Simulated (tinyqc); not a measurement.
Harmonic frequencies on the RHF/sto-3g surface (energies and gradients from PySCF), for H3+, spin multiplicity 1, step by step. One step of it, computed by the program tinyqc.

Task: One row of the Hessian: 2Hz. Displace 2Hz by +/-0.002 bohr; H(k, :) = (g(+) - g(-)) / (2 delta).

optimised positions (bohr):
```
            x          y          z
1H   0.434177  -0.973590  -0.021550
2H  -0.231496   0.429656   0.940922
3H  -0.270712   0.474015  -0.885357
```

gradient at +delta (hartree/bohr):
```
              x            y            z
1H   0.00008527  -0.00017862  -0.00006776
2H  -0.00005810   0.00012864   0.00038762
3H  -0.00002717   0.00004998  -0.00031986
```

gradient at -delta (hartree/bohr):
```
              x            y            z
1H  -0.00008454   0.00017711   0.00006817
2H   0.00005834  -0.00012888  -0.00037349
3H   0.00002620  -0.00004823   0.00030532
```

Give: row of the Hessian.

Result:

row of the Hessian (hartree/bohr^2): 1Hx 0.04245, 1Hy -0.08893, 1Hz -0.03398, 2Hx -0.02911, 2Hy 0.06438, 2Hz 0.19028, 3Hx -0.01334, 3Hy 0.02455, 3Hz -0.15629
